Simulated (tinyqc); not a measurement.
Solubility, supersaturation, precipitation and gettering of an impurity in a silicon-like host: one step, computed by the program tinyqc. Command: `OMP_NUM_THREADS=1 python tinyqc.py 3016698 3016699 out.jsonl ripen walk`. One thread of a shared host (Intel(R) Xeon(R) Processor @ 2.30GHz), about 0.01 s of CPU time with the checks.

The wafer was saturated at T1 and is then held at T.

Task: Solubility, diffusivity, supersaturation. C_eq(T) = N0 exp(S/k_B - H/(k_B T)); D(T) = D0 exp(-Q/(k_B T)); C0 = C_eq(T1). Supersaturation s = C0/C_eq(T); critical radius r* = 2 gamma/(C_p k_B T ln s); barrier W* = (4 pi/3) gamma r*^2. Strain energy is left out.

Inputs (values chosen for the exercise, modelled on gold in silicon): site density N0 = 5e+22 1/cm^3; enthalpy of solution H = 1.92 eV; entropy of solution S = 2.4 k_B; diffusion prefactor D0 = 0.00029 cm^2/s; migration energy Q = 1.11 eV; temperature of saturation T1 = 1450 K; anneal temperature T = 798 K; impurity density in the precipitate C_p = 5.2e+22 1/cm^3; interface energy gamma = 0.28 J/m^2.

Constants: k_B = 8.617333262e-05 eV/K; k_B = 1.380649e-23 J/K.

Give: C0; C_eq(T); D(T); supersaturation s; critical radius r*; W*/(k_B T).

Result:

C0 = 1.169e+17 1/cm^3

C_eq(T) = 4.126e+11 1/cm^3

D(T) = 2.833e-11 cm^2/s

supersaturation s = 2.834e+05

critical radius r* = 0.07786 nm

W*/(k_B T) = 0.6453

Caution: the barrier to homogeneous nucleation is below 35 k_B T for these inputs, so new precipitates would form and outnumber the fixed sinks assumed here. Caution: a critical radius of atomic size is outside the capillary model.
